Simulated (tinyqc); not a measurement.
Comparisons within one model: short-period [001] superlattice in sp3s* tight binding. A value that a table varies takes the place of the one given here.

Planes alternate anion, cation along [001], a/4 apart; at zero in-plane momentum s, pz, s* form one block. All levels of A are shifted so that its Ev (lower root of [[Epa, Vxx], [Vxx, Epc]]) is 0, and those of B so that its Ev is -dEv. A monolayer is an anion plane and the cation plane above it; an anion between unlike cations takes the mean of the two anion levels; each bond takes the couplings of its cation. Block from an anion to the cation above: U with Vss/2 (s,s), Vsapc/2 (s,z), -Vscpa/2 (z,s), Vxx/2 (z,z), Vxapc/2 (s*,z), -Vpaxc/2 (z,s*); to the cation below: the same with the s-z and s*-z signs reversed. The cell of n + m monolayers is closed with the phase exp(2 pi i q). No spin-orbit coupling. In this block 2 (n + m) levels are filled.

For the two lowest empty levels at q = 0: energy, share of the cation weight on A, and Gamma character, the share of the cation amplitudes with Fourier index |j|/(n + m) < 1/4 along the stack (near 1: Gamma-like, near 0: folded from X).

Parameters, chosen for this exercise (A near a published set for GaAs, B for AlAs; not measured data): pA = (-8.346, 1.043, -2.661, 3.675, 8.569, 6.745, -6.436, 1.96, 5.088, 4.472, 5.794, 4.836, 4.814) eV (order Esa, Epa, Esc, Epc, Exa, Exc, Vss, Vxx, Vxy, Vsapc, Vscpa, Vxapc, Vpaxc); pB = (-7.521, 0.984, -1.16, 3.595, 7.463, 6.737, -6.646, 1.881, 4.303, 5.106, 5.482, 4.515, 4.982) eV (the same for B); dEv = 0.46 eV (valence offset: Ev(B) lies this far below Ev(A)); a = 5.65 angstrom (lattice constant, taken common; strain is left out); nw = 12 (monolayers of A); n2 = 13 (monolayers of A); m2 = 7 (monolayers of B).

## Equal layers of growing thickness

n = m.

Lowest empty levels:
```
n = m  layer (angstrom)  E1 (eV)  on A  Gamma  E2 (eV)  on A  Gamma
2                   5.7   1.9157  0.52   0.16   1.9636  0.65   0.81
3                   8.5   1.8998  0.23   0.00   1.9212  0.76   0.95
4                  11.3   1.8593  0.41   0.36   1.8999  0.57   0.72
6                  16.9   1.8036  0.85   0.92   1.8445  0.09   0.10
8                  22.6   1.7419  0.93   0.99   1.8311  0.01   0.01
10                 28.2   1.6957  0.96   0.99   1.8274  0.00   0.00
12                 33.9   1.6625  0.97   1.00   1.8241  0.01   0.00
14                 39.5   1.6383  0.98   1.00   1.8204  0.01   0.00
18                 50.9   1.6066  0.99   1.00   1.7865  0.96   0.99
```

How do the results move?

At zero in-plane momentum (the in-plane X valleys are left out) the lowest level is X-like for n = 2, 3 and 4 and Gamma-like for the others (a Gamma weight between about 0.35 and 0.65 marks an even mixture, at the crossover). Thin layers push the light Gamma electron up past the heavy X electron, whose share on A runs from 0.23 to 0.52, so for n = 3 it lies apart from the holes in A (type II); the crossover lies between n = 4 and 6. The crossover moves with dEv and with the electron mass, which this model makes too heavy, so it comes at thinner layers than in the real system. At n = 18 the lowest level lies 0.072 eV above the lowest bulk edge of the two crystals, with 99 % of its cation weight on A.

## Miniband width against barrier thickness

nw monolayers of A and m of B; lowest empty level at q = 0 and q = 1/2. The decay constant is ln(width(4)/width(6)) over two monolayers, each a/2 thick.

Lowest miniband:
```
m  E(q = 0) (eV)  E(q = 1/2) (eV)  width (meV)  Gamma character
1         1.5875           1.7253      137.808             0.99
2         1.6201           1.7017       81.638             1.00
3         1.6379           1.6862       48.258             1.00
4         1.6481           1.6769       28.829             1.00
5         1.6542           1.6711       16.888             1.00
6         1.6576           1.6677       10.079             1.00
8         1.6609           1.6645        3.512             1.00
```

decay constant = 0.1860 1/angstrom

How do the results move?

The width falls from 137.8 to 3.51 meV, as exp(-kappa d) with kappa = 0.186 1/angstrom, which stands for the decay constant of the barrier at this energy: each monolayer costs a factor 1.69. The level at q = 0 rises by 73 meV towards that of a single well.

## What each change does

A cell with n = n2 and m = m2. Each row changes one parameter from the base and keeps the others.

Results:
```
case           E1 (eV)  A share 1  Gamma 1  E2 (eV)  A share 2  Gamma 2
base            1.6470       0.97     1.00   1.8340       0.02     0.01
n2 = 15         1.6268       0.98     1.00   1.8330       0.09     0.07
m2 = 9          1.6487       0.97     1.00   1.8284       0.01     0.00
dEv = 0.56 eV   1.6428       0.97     1.00   1.7356       0.01     0.00
```

What does this show?

The largest shifts from the base row, up to three for each result and ties (the steps differ in size, so this ranks the rows, not the parameters). E1 (eV): n2 -0.0203, dEv -0.0042, m2 +0.0017. A share 1: n2 +0.01; unchanged at the printed digits by m2 and dEv. Gamma 1: unchanged at the printed digits by n2, m2 and dEv. E2 (eV): dEv -0.0984, m2 -0.0055, n2 -0.0010. A share 2: n2 +0.06, m2 -0.02, dEv -0.01. Gamma 2: n2 +0.06, dEv -0.01, m2 -0.01.

(tinyqc, `OMP_NUM_THREADS=1 python tinyqc.py 1451780 1451781 out.jsonl`, Intel(R) Xeon(R) Processor @ 2.30GHz, 1 thread, shared host, about 0.4 s.)
